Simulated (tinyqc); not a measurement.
# Worked calculation: frequency dispersion of an accumulation capacitance by border traps, distributed model

Computed by the program tinyqc: `OMP_NUM_THREADS=1 python tinyqc.py 2202003 2202004 out.jsonl`, one thread of a shared Intel Xeon 2.30GHz, about 0.4 s for the whole run. Printed values are rounded.

Traps spread evenly through the insulator exchange electrons with the semiconductor by tunnelling, with tau(x) = t0 exp(2 ka x) at depth x from the interface. The admittance per area Y seen at depth x obeys dY/dx = -Y^2/(i w eps0 eox) + q Nb ln(1 + i w tau)/tau, with Y(0) = i w Cs and w = 2 pi f; the gate sees Y(tox) = G + i w C. Working variable y = Y/(i w), in uF/cm^2. Cox = eps0 eox/tox.

Inputs (values chosen for the exercise); permittivity close to that of hafnium oxide:
- eox = 19 (relative permittivity of the insulator)
- tox = 6.3 nm (insulator thickness)
- Cs = 1.5 uF/cm^2 (semiconductor capacitance in accumulation)
- Nb = 1.4e19 cm^-3 eV^-1 (density of border traps)
- ka = 5.8 1/nm (decay constant of the wave function in the insulator)
- t0 = 3e-9 s (time constant of a trap at the interface)
- f = 10000 Hz (frequency)
- xe = 1.2 nm (depth down to which the steps are taken)

Constants: q = 1.602176634e-19 C, eps0 = 8.8541878128e-14 F/cm where lengths are in cm. Results are converted to the units shown.

## Scales and lumped estimate

Cox; trap-free value 1/(1/Cox + 1/Cs); response depth d = ln(1/(w t0))/(2 ka), where w tau = 1; lumped estimate: all traps within d act as C_bt = q Nb d placed at d/2, so C = 1/{1/[1/(1/Cs + d/(2 eps0 eox)) + C_bt] + (tox - d/2)/(eps0 eox)}.

Cox = 2.67031 uF/cm^2
trap-free C = 0.960472 uF/cm^2
d = 0.739348 nm
C_bt = 0.165839 uF/cm^2
lumped C = 1.03032 uF/cm^2

The traps within reach amount to 0.111 Cs and lie in the first 11.7 % of the insulator.

## Midpoint steps through the active depth

In terms of y: dy/dx = -y^2/(eps0 eox) + s(x), s = q Nb ln(1 + z)/z, z = i w tau. 8 midpoint steps of h = xe/8: y_half = y + (h/2) y'(x, y), y(new) = y + h y'(x + h/2, y_half).

```
point  x (nm)    s (uF/(cm^2 nm))       y (uF/cm^2)
0           0  0.224305-0.000021i  1.50000+0.00000i
1        0.15  0.224305-0.000120i  1.51340-0.00001i
2         0.3  0.224302-0.000686i  1.52645-0.00005i
3        0.45  0.224214-0.003907i  1.53914-0.00029i
4         0.6  0.221423-0.021846i  1.55141-0.00167i
5        0.75  0.167908-0.081704i  1.56121-0.00877i
6         0.9  0.049300-0.065254i  1.55458-0.02154i
7        1.05  0.009427-0.022009i  1.53653-0.02680i
8         1.2  0.001679-0.005728i  1.51635-0.02775i
```

## Capacitance and conductance at the gate

y at xe = 1.51635-0.02775i uF/cm^2

Beyond xe the traps are ignored, so 1/y(tox) = 1/y(xe) + (tox - xe)/(eps0 eox); C = Re y, G/w = -Im y, loss tangent G/(w C).

y at the gate = 1.03889-0.01302i uF/cm^2
C = 1.03889 uF/cm^2
G/w = 0.0130248 uF/cm^2
loss tangent = 0.0125372

A fine integration over the whole insulator gives C = 1.0391 and G/w = 0.01331 uF/cm^2; the coarse G/w is 2.2 % below that. The fine C is 8.2 % above the trap-free value, and the lumped estimate is 0.84 % below the fine result.
